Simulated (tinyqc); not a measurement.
Small-signal admittance of a forward-biased p+-n diode: one step of the calculation.

Holes injected into a neutral base of width wb with an ohmic contact at its end; low injection, p0 far above the equilibrium density. A small voltage v exp(i w t), w = 2 pi f, modulates the edge density by p0 v/Vt, and the small-signal density obeys Dp d2p/dx2 = (1/tau + i w) p.

Task. Closed-form admittance. L = sqrt(Dp tau); direct current J = (q Dp p0/L) coth(wb/L); k = sqrt(1 + i w tau)/L; diffusion admittance Y = (q Dp p0/Vt) k coth(k wb) = G + i w C_diff; junction capacitance C_j = sqrt(q eps0 eps_r Nd/(2 Vr)) in the depletion approximation, with the remaining barrier Vr = Vt ln(Na/p0), a rough value under forward bias; base-width modulation is left out.

Values chosen for this exercise; permittivity close to that of germanium: temperature T = 300 K; relative permittivity eps_r = 16; donor density of the base Nd = 1.1e15 cm^-3; hole diffusion coefficient Dp = 25 cm^2/s; hole lifetime tau = 3e-8 s; width of the neutral base wb = 5.2 um; excess hole density at the junction edge p0 = 4.8e11 cm^-3; acceptor density of the p+ side Na = 1e19 cm^-3; signal frequency f = 2.4e7 Hz.

Constants: q = 1.602176634e-19 C, kB = 1.380649e-23 J/K, Vt = kB T/q, eps0 = 8.8541878128e-14 F/cm where lengths are in cm. Results are converted to the units shown.

Wanted: L; J; k wb; Y; C_diff; C_j.

Result.

L = 8.6603 um
J = 0.0041313 A/cm^2
k wb = 1.0077+0.8093i
Y = 0.16728+0.07309i S/cm^2
C_diff = 4.8469e-4 uF/cm^2
C_j = 0.016928 uF/cm^2

G is 1.05 times its low-frequency value J/Vt, and C_diff is 0.0286 times C_j.

tinyqc, about 0.01 s, one thread, Intel Xeon 2.30GHz (shared host): `OMP_NUM_THREADS=1 python tinyqc.py 2890123 2890124 out.jsonl`
